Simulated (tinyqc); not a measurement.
Hydrogen passivation and dissociation of interface defects with a spread of activation energies: one step, computed by the program tinyqc. Command: `OMP_NUM_THREADS=1 python tinyqc.py 3010473 3010474 out.jsonl passivation walk`. One thread of a shared host (Intel(R) Xeon(R) Processor @ 2.30GHz), about 0.01 s of CPU time with the checks.

Active defects P react as P + H2 -> HP + H and HP -> P + H; released atomic hydrogen is removed. All defects start active. Activation energies are normally distributed, independently for the two reactions.

Question. Sites at the mean energies. a = k_f0 [H2] exp(-E_f/k_B T), b = k_d0 exp(-E_d/k_B T); the active share of one kind of site is b/(a + b) + (a/(a + b)) exp(-(a + b) t).

Inputs (values chosen for the exercise, for a model interface): mean passivation energy E_f = 1.45 eV; prefactor k_f0 = 8.7e-09 cm^3/s; mean dissociation energy E_d = 2.86 eV; prefactor k_d0 = 4.3e+12 1/s; dissolved hydrogen [H2] = 2.6e+17 cm^-3; anneal temperature T = 580 K; anneal time t = 35 s.

Ambient: hydrogen.

Constants: k_B = 8.617333262e-05 eV/K.

Give: passivation rate a; dissociation rate b; active share, single energy; steady active share, single energy.

Answer.

passivation rate a = 5.6891e-04 1/s

dissociation rate b = 6.0555e-13 1/s

active share, single energy = 0.98028

steady active share, single energy = 1.0644e-09
